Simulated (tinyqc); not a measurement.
Epitaxial growth on a vicinal surface: Burton-Cabrera-Frank step flow, step-edge barrier and island nucleation: one step, computed by the program tinyqc. Command: `OMP_NUM_THREADS=1 python tinyqc.py 3030186 3030187 out.jsonl stepflow walk`. One thread of a shared host (Intel(R) Xeon(R) Processor @ 2.30GHz), about 0.01 s of CPU time with the checks.

Adatoms land at rate F, hop on a square grid (a simplification for hexagonal faces), desorb, or join steps. Lengths are in units of a and n is the adatom coverage. Steps ascend at x = 0 and descend at x = l.

Task: Terrace solution. D n'' - n/tau + F = 0 with n(0) = n_eq and -l_s n'(l) = n(l) - n_eq. With u = n - F tau, A = n_eq - F tau, y = l/x_s, s = l_s/x_s: u = A cosh(x/x_s) + B sinh(x/x_s), B = A (1 - cosh y - s sinh y)/(sinh y + s cosh y). Flux into the ascending step J+ = D B/x_s, over the descending one J- = -(D/x_s)(A sinh y + B cosh y); step velocity J+ + J-; growth rate (J+ + J-)/l. For small y: J+ + J- = (F - n_eq/tau) l, J-/J+ = l/(l + 2 l_s). The coverage peaks where n' = 0, tanh(x/x_s) = -B/A.

Inputs (values chosen for the exercise, close to those used for Si(111)):

| quantity | value | unit |
|---|---|---|
| deposition rate F | 3.8 | layers/s |
| temperature T | 940 | C |
| critical nucleus size i | 2 | - |
| binding energy of the critical nucleus E_i | 0.76 | eV |

D = 1.112152e+08 a^2/s

lifetime tau = 2.215664 s

diffusion length x_s = 15697.63 a

equilibrium coverage n_eq = 2.224303e-05

terrace width l = 468.5119 a

Schwoebel length l_s = 0 a

Give: J+; J-; growth rate; peak coverage; position of the peak.

Result:

J+ = 890.10 atoms per step site and s

J- = 890.10 atoms per step site and s

growth rate = 3.7997 layers/s

peak coverage = 9.5965e-04

position of the peak = 234.26 a

Caution: twice the distance from the ascending step to the coverage peak exceeds the expected island spacing [0.25 (F/D)^(i/(i+2)) exp(E_i/((i+2) k_B T))]^(-1/2) by 40 % or more, so islands nucleate and the step-flow values are formal.
